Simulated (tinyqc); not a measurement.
Bloch-Grueneisen resistivity of a metal: one step, computed by the program tinyqc.

Electrons scatter from a Debye spectrum of phonons (n = 5 for scattering within one band, n = 3 for scattering into a second, heavy band) and from static defects.

Task: Scale of the phonon resistivity. rho_ph = (n - 1) rho_1 (T/Theta)^n J_n(Theta/T), with rho_1 = 2 pi lambda_tr k_B Theta/(hbar eps_0 w_p^2), the high-temperature line at T = Theta.

Inputs (values chosen for the exercise, modelled on platinum): Debye temperature Theta = 213 K; transport coupling lambda_tr = 0.52; Drude plasma energy hbar w_p = 7.2 eV.

Addition: none.

Constants: k_B = 1.380649e-23 J/K; hbar = 1.054571817e-34 J s; eps_0 = 8.8541878128e-12 F/m; hbar = 6.582119569e-16 eV s.

Give: rho_1.

Result:

rho_1 = 8.600 microohm cm
